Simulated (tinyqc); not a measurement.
Free and trapped electrons in a MOS channel with a dense trap tail: effect of the temperature.

p-type body, charge-sheet picture, full ionisation (an idealisation for deep acceptors), Boltzmann statistics for free electrons. e = Ec - EF at the surface. Acceptor-like traps of density D(E) = D0 + De exp(-E/Ew) at depth E below Ec, from 0 to Eu, hold n_t = integral of D(E)/(1 + exp((e - E)/Vt)). psi = Eg - Vt ln(Nv/Na) - e; N_dep = sqrt(2 eps0 eps_r Na (psi - Vt)/q); n_f = sqrt(N_dep^2 + 2 eps0 eps_r Vt Nc exp(-e/Vt)/q) - N_dep; Vg = Vfb + psi + q (N_dep + n_t + n_f)/Cox, Cox = eps0 eox/tox.

Nc and Nv are given at 400 K and scale as (T/400 K)^1.5; Eg, Vfb and mf are held fixed. VT is the Vg for n_f = 1e11 cm^-2; swing ln 10 n_f/(dn_f/dVg) at n_f = 1e8 cm^-2; the last three columns are for Vg = VT + 2.5 V, with free share n_f/(n_f + n_t) and field-effect mobility mf q (dn_f/dVg)/Cox; there EF is near the band edge, where Boltzmann statistics are rough.

Parameters, values chosen for the exercise; band and dielectric values close to those of 4H silicon carbide: band gap Eg = 3.26 eV; relative permittivity eps_r = 9.74; conduction-band density of states at the reference temperature Nc = 2.57e19 cm^-3; valence-band density of states at the reference temperature Nv = 3.85e19 cm^-3; relative permittivity of the insulator eox = 3.9; insulator thickness tox = 31 nm; acceptor density Na = 1.2e16 cm^-3; flat-band voltage without trapped charge Vfb = -2.64 V; constant background density of acceptor-like traps D0 = 2.5e11 cm^-2 eV^-1; density of the tail at the conduction edge De = 7.2e13 cm^-2 eV^-1; decay energy of the tail Ew = 0.09 eV; depth below Ec down to which the traps reach Eu = 0.82 eV; mobility of free electrons mf = 62 cm^2/(V s).

Constants: q = 1.602176634e-19 C, kB = 1.380649e-23 J/K, Vt = kB T/q, eps0 = 8.8541878128e-14 F/cm where lengths are in cm. Results are converted to the units shown.

Result of one run:
columns A: e at VT (eV); B: VT (V); C: q n_t/Cox at VT (V); D: swing (mV/decade); E: n_f (cm^-2); F: free share (%); G: field-effect mobility (cm^2/(V s))
```
A           B      C      D         E      F      G
0.1191  4.453  3.169  327.9  4.376e11  10.94  16.49
```

Which temperature T gave this result: 200, 250, 300 or 350 K?

T = 350 K.

The whole series:
columns A: T (K); B: e at VT (eV); C: VT (V); D: q n_t/Cox at VT (V); E: swing (mV/decade); F: n_f (cm^-2); G: free share (%); H: field-effect mobility (cm^2/(V s))
```
A          B      C      D      E         F      G      H
200  0.04337  7.731  6.224  767.8  5.060e11  8.242  23.91
250  0.06644  6.478  5.042  582.0  4.432e11  8.341  18.50
300  0.09179  5.380  4.019  432.9  4.291e11  9.333  16.75
350   0.1191  4.453  3.169  327.9  4.376e11  10.94  16.49
400   0.1480  3.685  2.483  261.1  4.602e11  13.09  17.02
450   0.1784  3.057  1.939  223.1  4.927e11  15.75  18.00
500   0.2101  2.545  1.513  205.0  5.331e11  18.89  19.29
550   0.2431  2.127  1.183  199.9  5.794e11  22.45  20.78
```

As T goes from 200 to 550, VT falls from 7.73 to 2.13 V, its part due to traps falls from 6.22 to 1.18 V, the swing falls from 768 to 200 mV/decade and the field-effect mobility goes from 23.9 through a minimum of 16.5 (at T = 350 among the rows listed) to 20.8 cm^2/(V s). On heating the same n_f is reached with EF deeper in the gap, where fewer tail states are filled.

Computed by the program tinyqc: `OMP_NUM_THREADS=1 python tinyqc.py 2222174 2222175 out.jsonl`, one thread of a shared Intel Xeon 2.30GHz, about 0.03 s for the whole run.
